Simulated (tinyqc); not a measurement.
Pariser-Parr-Pople SCF with singles CI, for the molecule [CH2+]c1ccccc1 (SMILES; centres numbered as the heavy atoms are written), step by step. One step of it, computed by the program tinyqc.

Task: Iteration 1: orbitals and new P. Diagonalise F (the basis is taken as orthonormal) and form P = 2 sum c c over the lowest orbitals; 0.3 of the old P is kept.

F (eV):
```
            1C          2C         3C         4C         5C         6C         7C
1C  -10.109797   -3.389657  -0.280374   0.090419   0.175839   0.090419  -0.280374
2C   -3.389657  -10.275473  -3.927175   0.150404   0.527032   0.150404  -3.927175
3C   -0.280374   -3.927175  -9.154571  -4.257438  -0.310206   0.493374   0.453679
4C    0.090419    0.150404  -4.257438  -9.044570  -4.084649  -0.232292   0.493374
5C    0.175839    0.527032  -0.310206  -4.084649  -9.034944  -4.084649  -0.310206
6C    0.090419    0.150404   0.493374  -0.232292  -4.084649  -9.044570  -4.257438
7C   -0.280374   -3.927175   0.453679   0.493374  -0.310206  -4.257438  -9.154571
```

pi electrons, sum of z_r less the charge = 6

P at the start:
```
           1C         2C         3C         4C         5C         6C         7C
1C   0.109889   0.374015   0.144802  -0.062763  -0.134172  -0.062763   0.144802
2C   0.374015   1.311278   0.575044  -0.077678  -0.299667  -0.077678   0.575044
3C   0.144802   0.575044   0.968788   0.698690   0.160209  -0.280477  -0.234266
4C  -0.062763  -0.077678   0.698690   0.916895   0.633954   0.119949  -0.280477
5C  -0.134172  -0.299667   0.160209   0.633954   0.807467   0.633954   0.160209
6C  -0.062763  -0.077678  -0.280477   0.119949   0.633954   0.916895   0.698690
7C   0.144802   0.575044  -0.234266  -0.280477   0.160209   0.698690   0.968788
```

Give: orbital energies; P after iteration 1.

Result:

orbital energies (eV): -17.4053  -14.9615  -13.9777  -9.1830  -4.4428  -4.3652  -1.4830

P after iteration 1:
```
         1C       2C       3C       4C       5C       6C       7C
1C   0.3405   0.5764   0.2328  -0.0992  -0.2295  -0.0992   0.2328
2C   0.5764   1.1320   0.5256  -0.0332  -0.2431  -0.0332   0.5256
3C   0.2328   0.5256   0.9061   0.7073   0.1674  -0.2840  -0.2132
4C  -0.0992  -0.0332   0.7073   0.9458   0.6307   0.0652  -0.2840
5C  -0.2295  -0.2431   0.1674   0.6307   0.8236   0.6307   0.1674
6C  -0.0992  -0.0332  -0.2840   0.0652   0.6307   0.9458   0.7073
7C   0.2328   0.5256  -0.2132  -0.2840   0.1674   0.7073   0.9061
```
